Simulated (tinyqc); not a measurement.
# MOS capacitor on an n-type substrate, surface potential from the exact charge relation: what changes with what

Uniform n-type substrate, Boltzmann statistics, full ionisation, classical densities. psi is the surface potential against the body (positive when the bands bend down) and u = -psi/Vt. Traps are spread evenly over the gap and neutral at flat band, so their charge is -q Dit psi; the minority quasi-Fermi level is shifted by Vb.

Parameters, values chosen for the exercise; band and dielectric values close to those of silicon: temperature T = 400 K; band gap Eg = 1.13 eV; relative permittivity eps_r = 11.7; conduction-band density of states at T Nc = 4.39e19 cm^-3; valence-band density of states at T Nv = 4.11e19 cm^-3; electron affinity chi = 4.03 eV; donor density of the substrate N = 7.1e16 cm^-3; relative permittivity of the gate insulator (close to silicon dioxide) eox = 3.9; insulator thickness tox = 15 nm; gate work function phiM = 4.54 eV; fixed charge at the interface, in units of q Nf = 1.1e11 cm^-2; density of interface traps Dit = 0 cm^-2 eV^-1; reverse bias of the inversion layer against the body Vb = 0.6 V.

Constants: q = 1.602176634e-19 C, kB = 1.380649e-23 J/K, Vt = kB T/q, eps0 = 8.8541878128e-14 F/cm where lengths are in cm. Results are converted to the units shown.

Each table varies one quantity; the others keep the values above.

## Capacitance-voltage curves

ni = sqrt(Nc Nv) exp(-Eg/(2 Vt)), Eg in volts; phiF = Vt ln(N/ni); Cox = eps0 eox/tox; Vfb = phiM - chi - Vt ln(Nc/N) - q Nf/Cox; Q0 = sqrt(2 eps0 eps_r q N Vt); r = (ni/N)^2 exp(-Vb/Vt); VT = Vfb - [(2 phiF + Vb)(1 + q Dit/Cox) + sqrt(2 eps0 eps_r q N (2 phiF + Vb))/Cox]. u = -psi/Vt; F^2 = exp(-u) + u - 1 + r (exp(u) - u - 1); Qs = +sign(u) Q0 F; Cs = -dQs/dpsi = (Q0/Vt) |1 - exp(-u) + r (exp(u) - 1)|/(2 F). psi solves Vg = Vfb + psi + (q Dit psi - Qs)/Cox. Low frequency: 1/C_LF = 1/Cox + 1/(Cs + q Dit). High frequency, in the simple estimate in which traps and minority carriers do not follow: 1/C_HF = 1/Cox + 1/Cd, Cd being Cs with r = 0 at the same psi. Deep depletion: r = 0 and Dit = 0 both in the equation for psi and in Cs. Minority sheet density N_inv = (Q0/(2 q)) int_0^u r (exp(t) - 1)/F(t) dt for u > 0. N_inv under 1 cm^-2 is printed as 0. Regimes: accumulation when majority carriers gather, then depletion up to |psi| = phiF + Vb, weak inversion up to 2 phiF + Vb, strong inversion beyond.

Capacitance-voltage curves:

| Vg (V) | psi (V) | C_LF/Cox | C_HF/Cox | C_deep/Cox | N_inv (cm^-2) | regime |
|---|---|---|---|---|---|---|
| 0.77 | 0.09890 | 0.8895 | 0.8895 | 0.8895 | 0 | accumulation |
| 0.44 | 0.05209 | 0.8169 | 0.8169 | 0.8169 | 0 | accumulation |
| 0.1 | -0.03529 | 0.6503 | 0.6503 | 0.6503 | 0 | depletion |
| -0.24 | -0.1893 | 0.4575 | 0.4575 | 0.4575 | 0 | depletion |
| -0.57 | -0.3863 | 0.3598 | 0.3598 | 0.3598 | 0 | depletion |
| -0.91 | -0.6142 | 0.3046 | 0.3046 | 0.3046 | 70.02 | depletion |
| -1.24 | -0.8498 | 0.2697 | 0.2697 | 0.2697 | 5.435e4 | depletion |
| -1.58 | -1.103 | 0.2447 | 0.2439 | 0.2439 | 7.247e7 | weak inversion |
| -1.92 | -1.335 | 0.5694 | 0.2263 | 0.2244 | 5.362e10 | strong inversion |
| -2.25 | -1.409 | 0.8759 | 0.2214 | 0.2093 | 3.939e11 | strong inversion |
| -2.59 | -1.440 | 0.9298 | 0.2195 | 0.1965 | 8.292e11 | strong inversion |
| -2.92 | -1.460 | 0.9497 | 0.2183 | 0.1861 | 1.271e12 | strong inversion |

What does the comparison show, and why?

C_LF/Cox is lowest, 0.245, at Vg = -1.58 V (weak inversion) among the rows listed and is 0.950 in the last row, where C_HF/Cox is 0.218 and the deep-depletion value 0.186. Vfb = 0.212 V, where C_HF/Cox = 0.718 (Cox in series with eps0 eps_r/LD), and VT = -1.83 V. Over the last two rows psi moves by only 0.059 V a volt of gate bias, since the inversion charge screens the body. In strong accumulation and inversion degeneracy and confinement, left out here, lower the capacitance.

## Effect of the density of interface traps on threshold and swing

ni = sqrt(Nc Nv) exp(-Eg/(2 Vt)), Eg in volts; phiF = Vt ln(N/ni); Cox = eps0 eox/tox; Vfb = phiM - chi - Vt ln(Nc/N) - q Nf/Cox; VT = Vfb - [(2 phiF + Vb)(1 + q Dit/Cox) + sqrt(2 eps0 eps_r q N (2 phiF + Vb))/Cox]. gamma = sqrt(2 eps0 eps_r q N)/Cox; Wm = sqrt(2 eps0 eps_r (2 phiF + Vb)/(q N)); m = 1 + (eps0 eps_r/Wm + q Dit)/Cox; swing m Vt ln 10; Cmin/Cox = 1/(1 + Cox Wm/(eps0 eps_r)).

In this table Vb = 0 V.

The same in every row: Vfb (V) = 0.2119; 2 phiF (V) = 0.6892; gamma (V^0.5) = 0.6669; Wm (nm) = 112.0; Cmin/Cox = 0.2866.

Results:

| Dit (cm^-2 eV^-1) | VT (V) | m | swing (mV/decade) |
|---|---|---|---|
| 0 | -1.031 | 1.402 | 111.2 |
| 3e10 | -1.045 | 1.423 | 112.9 |
| 1e11 | -1.079 | 1.471 | 116.8 |
| 3e11 | -1.175 | 1.610 | 127.8 |
| 1e12 | -1.511 | 2.098 | 166.5 |
| 3e12 | -2.470 | 3.490 | 277.0 |
| 1e13 | -5.828 | 8.361 | 663.6 |

Estimate the missing row, Dit = 1e10 cm^-2 eV^-1.

Computed row:

| Dit (cm^-2 eV^-1) | VT (V) | m | swing (mV/decade) |
|---|---|---|---|
| 1e10 | -1.036 | 1.409 | 111.8 |

With this row back in the table: As Dit goes from 0 to 1e13, VT falls from -1.03 to -5.83 V, the swing rises from 111 to 664 mV/decade and Cmin/Cox stays at 0.287. Vfb does not move.

## Effect of the fixed charge at the interface on threshold and swing

Same model as above.

The same in every row: 2 phiF (V) = 0.68920; gamma (V^0.5) = 0.66688; Wm (nm) = 153.24; m = 1.2937; swing (mV/decade) = 102.68; Cmin/Cox = 0.22700.

Results:

| Nf (cm^-2) | Vfb (V) | VT (V) |
|---|---|---|
| -4e11 | 0.56685 | -1.4795 |
| -2e11 | 0.42766 | -1.6187 |
| 0 | 0.28847 | -1.7579 |
| 2e11 | 0.14927 | -1.8971 |
| 6e11 | -0.12911 | -2.1755 |
| 8e11 | -0.26831 | -2.3147 |

Estimate the missing row, Nf = 4e11 cm^-2.

Computed row:

| Nf (cm^-2) | Vfb (V) | VT (V) |
|---|---|---|
| 4e11 | 0.010079 | -2.0363 |

With this row back in the table: As Nf goes from -4e11 to 8e11, VT falls from -1.48 to -2.31 V, the swing stays at 103 mV/decade and Cmin/Cox stays at 0.227. The whole change of VT is that of Vfb: the curve shifts rigidly.

Computed by the program tinyqc: `OMP_NUM_THREADS=1 python tinyqc.py 2060070 2060071 out.jsonl`, one thread of a shared Intel Xeon 2.30GHz, about 0.01 s for the whole run.
